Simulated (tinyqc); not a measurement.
Inside a calculation. Model: a chain with a side-coupled site and dephasing by Buettiker voltage probes.

Computed by the program tinyqc: `OMP_NUM_THREADS=1 python tinyqc.py 2700013 2700014 out.jsonl`, one thread of a shared Intel Xeon 2.30GHz, about 0.01 s for the whole run. Printed values are rounded.

Sites 1 to 5 form a chain with hopping -t, and site 6 hangs on site 4 by -ts. Lead L joins site 1 and lead R site 5, both semi-infinite chains with hopping -t and site energy 0. Every site carries a probe with self-energy -i Gamma_p/2 that draws no net current. Linear response at zero temperature: mu_L = 1, mu_R = 0 in units of the bias.

Parameters, values chosen for the exercise: hopping (matrix element -t) t = 1.8 eV; site energies 1 to N U = [0, 0, 0, 0, 0, -0.7] eV; Fermi energy E = -0.11 eV; probe broadening Gamma_p gp = 1.4 eV; hopping from site 4 to the side site 6 ts = 0.66 eV.

Constants: q = 1.602176634e-19 C, h = 6.62607015e-34 J s. Results are converted to the units shown.

## Green function

Sigma = t^2 g(E), g(x) = (x - i sqrt(4 t^2 - x^2))/(2 t^2) for |x| < 2 t and (x - sign(x) sqrt(x^2 - 4 t^2))/(2 t^2) otherwise; Gamma = -2 Im Sigma; G = (E - H - Sigma_L - Sigma_R + i Gamma_p/2)^(-1).

Sigma = -0.055000-1.799160i eV
Gamma = 3.598319 eV

G (1/eV):

|  | 1 | 2 | 3 | 4 | 5 | 6 |
|---|---|---|---|---|---|---|
| 1 | 0.0042835-0.2559333i | 0.2003430-0.0137675i | 0.0026057+0.1771808i | -0.1312801+0.0235818i | -0.0190563-0.0941341i | 0.0479962-0.0833244i |
| 2 | 0.2003430-0.0137675i | -0.0129934-0.2785813i | 0.2460814+0.0017960i | 0.0287302+0.1829927i | -0.1312801+0.0235818i | -0.1142229-0.0691851i |
| 3 | 0.0026057+0.1771808i | 0.2460814+0.0017960i | 0.0131311-0.2727694i | 0.2041997-0.0235718i | 0.0202043+0.1466286i | -0.0818818+0.1235164i |
| 4 | -0.1312801+0.0235818i | 0.0287302+0.1829927i | 0.2041997-0.0235718i | -0.0254182-0.2638442i | 0.1895370-0.0224784i | 0.1572531+0.1085762i |
| 5 | -0.0190563-0.0941341i | -0.1312801+0.0235818i | 0.0202043+0.1466286i | 0.1895370-0.0224784i | 0.0103833-0.2638505i | -0.0756720+0.1149257i |
| 6 | 0.0479962-0.0833244i | -0.1142229-0.0691851i | -0.0818818+0.1235164i | 0.1572531+0.1085762i | -0.0756720+0.1149257i | 0.5710576-0.7989842i |

## Transmissions between terminals

With Gamma the broadening by one lead, T_RL = Gamma^2 |G_(5,1)|^2, T_pL = Gamma Gamma_p |G_(p,1)|^2, T_pR = Gamma Gamma_p |G_(p,5)|^2, T_pq = Gamma_p^2 |G_(p,q)|^2 for p != q.

T_RL = 0.1194362

| probe | T_pL | T_pR |
|---|---|---|
| 1 | 0.3300677 | 0.0464691 |
| 2 | 0.2031524 | 0.0896226 |
| 3 | 0.1581813 | 0.1103655 |
| 4 | 0.0896226 | 0.1835192 |
| 5 | 0.0464691 | 0.3512494 |
| 6 | 0.0465811 | 0.0953836 |

T_pq:

|  | 1 | 2 | 3 | 4 | 5 | 6 |
|---|---|---|---|---|---|---|
| 1 | 0.0000000 | 0.0790406 | 0.0615437 | 0.0348695 | 0.0180798 | 0.0181233 |
| 2 | 0.0790406 | 0.0000000 | 0.1186962 | 0.0672510 | 0.0348695 | 0.0349535 |
| 3 | 0.0615437 | 0.1186962 | 0.0000000 | 0.0828161 | 0.0429400 | 0.0430434 |
| 4 | 0.0348695 | 0.0672510 | 0.0828161 | 0.0000000 | 0.0714019 | 0.0715740 |
| 5 | 0.0180798 | 0.0348695 | 0.0429400 | 0.0714019 | 0.0000000 | 0.0371109 |
| 6 | 0.0181233 | 0.0349535 | 0.0430434 | 0.0715740 | 0.0371109 | 0.0000000 |

## Probe potentials and effective transmission

No current into probe p: W mu = T_pL with W_pp = T_pL + T_pR + sum_q T_pq and W_pq = -T_pq. Then T_eff = T_RL + sum_p T_pR mu_p, and the resistance is (h/2q^2)/T_eff.

W:

|  | 1 | 2 | 3 | 4 | 5 | 6 |
|---|---|---|---|---|---|---|
| 1 | 0.5881937 | -0.0790406 | -0.0615437 | -0.0348695 | -0.0180798 | -0.0181233 |
| 2 | -0.0790406 | 0.6275859 | -0.1186962 | -0.0672510 | -0.0348695 | -0.0349535 |
| 3 | -0.0615437 | -0.1186962 | 0.6175862 | -0.0828161 | -0.0429400 | -0.0430434 |
| 4 | -0.0348695 | -0.0672510 | -0.0828161 | 0.6010544 | -0.0714019 | -0.0715740 |
| 5 | -0.0180798 | -0.0348695 | -0.0429400 | -0.0714019 | 0.6021206 | -0.0371109 |
| 6 | -0.0181233 | -0.0349535 | -0.0430434 | -0.0715740 | -0.0371109 | 0.3467699 |

| probe | mu_p |
|---|---|
| 1 | 0.7442880 |
| 2 | 0.6021983 |
| 3 | 0.5476265 |
| 4 | 0.4138713 |
| 5 | 0.2480391 |
| 6 | 0.4138713 |

T_eff = 0.4709857
resistance = 27.40297 kohm

Without probes the transmission is 0.9596. With them, 25.4 % of the current crosses without entering a probe.

## Current at both leads

In units of (2 q^2/h) times the bias, T_RL + sum_p T_pL (1 - mu_p) leaves L and T_RL + sum_p T_pR mu_p enters R.

current leaving L = 0.4709857
current entering R = 0.4709857

The two are equal: the probes conserve the current.
